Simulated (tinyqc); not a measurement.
Thermal stress, cracking, delamination and buckling of a thin film; Griffith cracks and misfitting inclusions: one step, computed by the program tinyqc. Command: `OMP_NUM_THREADS=1 python tinyqc.py 3014055 3014056 out.jsonl filmcrack walk`. One thread of a shared host (Intel(R) Xeon(R) Processor @ 2.30GHz), about 0.01 s of CPU time with the checks.

Isotropic linear elasticity; the substrate is much thicker than the film; stress is positive in tension.

Question. Stress in the film. Thermal strain = (alpha_f - alpha_s)(T_d - T); stress = E/(1 - nu) x strain + intrinsic stress; plane-strain modulus Ebar = E/(1 - nu^2); G0 = stress^2 h/(2 Ebar) is the energy freed per area when a long strip loses its stress across its width.

Inputs (values chosen for the exercise, for a model film):
```
quantity                     value        unit
film Young's modulus E        91.2         GPa
film Poisson ratio nu         0.35           -
film expansion alpha_f        19.5      1e-6/K
substrate expansion alpha_s    3.4      1e-6/K
deposition temperature T_d     450           K
final temperature T            300           K
intrinsic stress               -36         MPa
film thickness h               2.5  micrometre
```

Give: thermal strain; film stress; Ebar; G0.

Answer.

thermal strain = 0.002415

film stress = 302.8 MPa

Ebar = 103.9 GPa

G0 = 1.103 J/m^2

The film ends in tension; the thermal part is 339 MPa.
